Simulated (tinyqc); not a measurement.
CIS on RHF in the sto-3g basis, for BeH2, spin multiplicity 1, step by step. One step of it, computed by the program tinyqc.

Question. CIS matrix, singlets. A(ia,jb) = (e_a - e_i) d_ij d_ab + 2 (ia|jb) - (ij|ab).

orbital energies (hartree): MO1 -4.534545, MO2 -0.415107, MO3 -0.370602, MO4 0.205651, MO5 0.213729, MO6 0.363250, MO7 0.681545

Two-electron integrals over orbitals (pq|rs), unique and non-zero (hartree):
```
(11|11) 2.271956    (21|11) -0.186388   (21|21) 0.023627    (22|11) 0.456325
(22|21) -0.005633   (22|22) 0.373510    (31|31) 0.005008    (32|31) 0.010805
(32|32) 0.157777    (33|11) 0.417234    (33|21) -0.002305   (33|22) 0.384553
(33|33) 0.407624    (41|11) 0.056322    (41|21) -0.006724   (41|22) 0.003685
(41|33) 0.002038    (41|41) 0.016739    (42|11) -0.030304   (42|21) 0.001989
(42|22) 0.010206    (42|33) 0.013332    (42|41) 0.013421    (42|42) 0.048347
(43|31) -0.000231   (43|32) 0.019580    (43|43) 0.016099    (44|11) 0.562610
(44|21) -0.007505   (44|22) 0.349906    (44|33) 0.333513    (44|41) -0.006593
(44|42) -0.036810   (44|44) 0.453143    (51|51) 0.015745    (52|51) 0.014904
(52|52) 0.047265    (53|53) 0.012308    (54|51) -0.004602   (54|52) -0.012390
(54|54) 0.026645    (55|11) 0.569185    (55|21) -0.007206   (55|22) 0.352647
(55|33) 0.333462    (55|41) 0.001862    (55|42) -0.014990   (55|44) 0.398695
(55|55) 0.449859    (61|11) -0.184647   (61|21) 0.024020    (61|22) -0.005120
(61|33) -0.002464   (61|41) -0.003010   (61|42) 0.005285    (61|44) -0.007986
(61|55) -0.005434   (61|61) 0.025493    (62|11) 0.134548    (62|21) -0.005665
(62|22) -0.011835   (62|33) -0.038646   (62|41) 0.005225    (62|42) -0.006945
(62|44) 0.056398    (62|55) 0.066847    (62|61) -0.003776   (62|62) 0.082330
(63|31) -0.000400   (63|32) -0.089816   (63|43) -0.016504   (63|63) 0.083992
(64|11) 0.027117    (64|21) 0.000348    (64|22) 0.001884    (64|33) -0.006866
(64|41) 0.012951    (64|42) 0.033213    (64|44) -0.000349   (64|55) 0.011582
(64|61) 0.003977    (64|62) 0.029680    (64|64) 0.041062    (65|51) 0.015516
(65|52) 0.044843    (65|54) -0.007428   (65|65) 0.046869    (66|11) 0.465735
(66|21) -0.006366   (66|22) 0.378091    (66|33) 0.386281    (66|41) 0.010629
(66|42) 0.031023    (66|44) 0.343319    (66|55) 0.354217    (66|61) -0.003682
(66|62) -0.015844   (66|64) 0.017309    (66|66) 0.405562    (71|31) 0.009423
(71|32) 0.017298    (71|43) -0.000738   (71|63) 0.000186    (71|71) 0.017868
(72|31) 0.004537    (72|32) -0.039050   (72|43) -0.015832   (72|63) 0.060924
(72|71) 0.008344    (72|72) 0.057221    (73|11) 0.149956    (73|21) -0.003996
(73|22) 0.000347    (73|33) -0.018391   (73|41) 0.000115    (73|42) -0.021885
(73|44) 0.068164    (73|55) 0.070541    (73|61) -0.003657   (73|62) 0.076121
(73|64) 0.016154    (73|66) -0.018678   (73|73) 0.087720    (74|31) -0.003085
(74|32) -0.035597   (74|43) 0.008578    (74|63) 0.022376    (74|71) -0.005317
(74|72) 0.006844    (74|74) 0.025311    (75|53) 0.013178    (75|75) 0.016925
(76|31) 0.009206    (76|32) 0.134331    (76|43) 0.021105    (76|63) -0.086426
(76|71) 0.015143    (76|72) -0.046453   (76|74) -0.029686   (76|76) 0.127770
(77|11) 0.542601    (77|21) -0.007390   (77|22) 0.397672    (77|33) 0.413470
(77|41) 0.001757    (77|42) 0.002498    (77|44) 0.378058    (77|55) 0.376213
(77|61) -0.007216   (77|62) -0.017499   (77|64) -0.006541   (77|66) 0.406419
(77|73) 0.004478    (77|77) 0.450460
```

Give: CIS matrix A, singlet.

Answer.

CIS matrix A, singlet (hartree), lower triangle:
```
        1>4    1>5     1>6     1>7     2>4    2>5    2>6     2>7
1>4   4.211
1>5   0.000  4.211
1>6  -0.033  0.000   4.483
1>7   0.000  0.000   0.000   4.709
2>4   0.034  0.000   0.010   0.000   0.368
2>5   0.000  0.037   0.000   0.000   0.000  0.371
2>6   0.010  0.000  -0.001   0.000  -0.016  0.000  0.565
2>7   0.000  0.000   0.000   0.024   0.000  0.000  0.000   0.813
3>4   0.000  0.000   0.000   0.002   0.000  0.000  0.000   0.004
3>5   0.000  0.000   0.000   0.000   0.000  0.000  0.000   0.000
3>6   0.000  0.000   0.000  -0.009   0.000  0.000  0.000  -0.012
3>7   0.003  0.000  -0.017   0.000  -0.008  0.000  0.018   0.000

        3>4    3>5    3>6    3>7
3>4   0.275
3>5   0.000  0.275
3>6  -0.026  0.000  0.516
3>7   0.000  0.000  0.000  0.814
```
